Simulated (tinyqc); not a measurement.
Mean-field antiferromagnet of the Hubbard model on the square lattice: sweeps and comparisons. A value that a table varies takes the place of the one given here.

e(k) = -2 t (cx + cy) - 4 t2 cx cy, ci = cos ki; one electron a site; Q = (pi, pi). <n_up - n_dn> = m cos(Q.R) gives Delta = U m/2 and bands E = e+ -/+ sqrt(e-^2 + Delta^2), e+- = (e(k) +- e(k + Q))/2 (the constant U/2 is dropped). Means run over the mesh k_i = 2 pi (j + 1/2)/N of the whole zone: mu from mean(f(E-) + f(E+)) = 1; m(out) = mean of Delta (f(E-) - f(E+))/sqrt(e-^2 + Delta^2); free energy per site F = -kT mean[ln(1 + exp(-(E- - mu)/kT)) + ln(1 + exp(-(E+ - mu)/kT))] + mu + U m^2/4. Order at T > 0 in two dimensions is an artefact of mean field.

Constants: kB = 8.617333262e-05 eV/K.

Parameters, chosen for this exercise:
- t = 0.87 eV (nearest hopping)
- t2 = 0 eV (second hopping)
- T = 300 K
- U = 4.6 eV (on-site repulsion)

## From weak to strong coupling

Mesh N = 48, start m = 0.9, at most 400 steps; U takes the listed multiples of t. The gap (negative: overlap) is read for that Delta on the unshifted mesh N = 64, which holds the band extrema.

Results:

| U/t | m | Delta (eV) | gap (eV) | F - F(0) (meV) | J = 4 t^2/U (meV) |
|---|---|---|---|---|---|
| 1.5 | 0.252 | 0.165 | 0.329 | -3.79 | 2320 |
| 2.0 | 0.376 | 0.327 | 0.654 | -14.77 | 1740 |
| 3.0 | 0.566 | 0.739 | 1.477 | -65.00 | 1160 |
| 4.0 | 0.691 | 1.202 | 2.403 | -152.37 | 870 |
| 5.0 | 0.772 | 1.680 | 3.360 | -269.77 | 696 |
| 6.0 | 0.827 | 2.160 | 4.319 | -409.60 | 580 |
| 8.0 | 0.893 | 3.107 | 6.214 | -734.27 | 435 |
| 12.0 | 0.948 | 4.950 | 9.900 | -1479.51 | 290 |
| 20.0 | 0.981 | 8.531 | 17.061 | -3110.83 | 174 |

Every row has a moment above 0.02; a gap is open from U/t = 1.5 on. With t2 = 0 the Fermi surface is nested by Q, so at zero temperature and on an infinite mesh any U orders; at small U the finite mesh and kT = 0.030 t can suppress or reduce the moment. At U/t = 20 m has reached 0.981 and the gap is 0.98 U. Mean field leaves out spin fluctuations, which lower m (at large U to about 0.6 on the square and 0.85 on the simple cubic lattice) and the ordering temperature, which is zero in two dimensions.

## Order against temperature

Mesh N = 48, start m = 0.9, at most 400 steps; Delta(50 K) = 1.8180 eV.

Results:

| T (K) | kT/Delta(50 K) | m | Delta (eV) |
|---|---|---|---|
| 1050 | 0.050 | 0.790 | 1.8180 |
| 3160 | 0.150 | 0.789 | 1.8150 |
| 5270 | 0.250 | 0.766 | 1.7610 |
| 7380 | 0.350 | 0.685 | 1.5746 |
| 8860 | 0.420 | 0.571 | 1.3127 |
| 10130 | 0.480 | 0.400 | 0.9201 |
| 11390 | 0.540 | 0.000 | 0.0005 |
| 12660 | 0.600 | 0.000 | 0.0000 |
| 14770 | 0.700 | 0.000 | 0.0000 |

The moment is below 0.02 from 11390 K on (kT/Delta = 0.54); close to the transition 400 steps may not suffice, so a small m in the row before can be unconverged. Weak-coupling theory puts the transition at 0.567 and the atomic limit at 0.5. In two dimensions fluctuations forbid long-range order at any finite T, which mean field misses.

## Mesh

Start m = 0.9, at most 400 steps.

Results:

| N | m | Delta (eV) |
|---|---|---|
| 4 | 0.7992 | 1.8382 |
| 6 | 0.7902 | 1.8176 |
| 8 | 0.7905 | 1.8182 |
| 12 | 0.7904 | 1.8180 |
| 16 | 0.7904 | 1.8180 |
| 24 | 0.7904 | 1.8180 |
| 48 | 0.7904 | 1.8180 |

m spans 0.7902 to 0.7992; it stays within 0.002 of the last value from N = 6 on. The level spacing across the Fermi surface, about 4 pi t/N, should fall below the larger of Delta = 1.818 eV and kT, a rough rule that asks for N above about 6.0.

## What moves the order

Mesh N = 48, start m = 0.9; the gap (negative: overlap) is read for that Delta on the unshifted mesh N = 64. Each row changes one parameter from the base and keeps the others.

Results:

| case | m | Delta (eV) | gap (eV) |
|---|---|---|---|
| base | 0.7904 | 1.8180 | 3.6359 |
| U = 5.06 eV | 0.8188 | 2.0715 | 4.1430 |
| t = 0.957 eV | 0.7591 | 1.7459 | 3.4918 |
| t2 = -0.044 eV | 0.7904 | 1.8180 | 3.4599 |
| T = 900 K | 0.7904 | 1.8180 | 3.6359 |

The largest shifts from the base row, up to three for each result and ties (the steps differ in size, so this ranks the rows, not the parameters). m: t -0.0313, U +0.0284; unchanged at the printed digits by t2 and T. Delta (eV): U +0.2535, t -0.0721; unchanged at the printed digits by t2 and T. gap (eV): U +0.5071, t2 -0.1760, t -0.1441; unchanged at the printed digits by T.

tinyqc: `OMP_NUM_THREADS=1 python tinyqc.py 1682016 1682017 out.jsonl`; about 0.2 s, one thread, shared Intel(R) Xeon(R) Processor @ 2.30GHz.
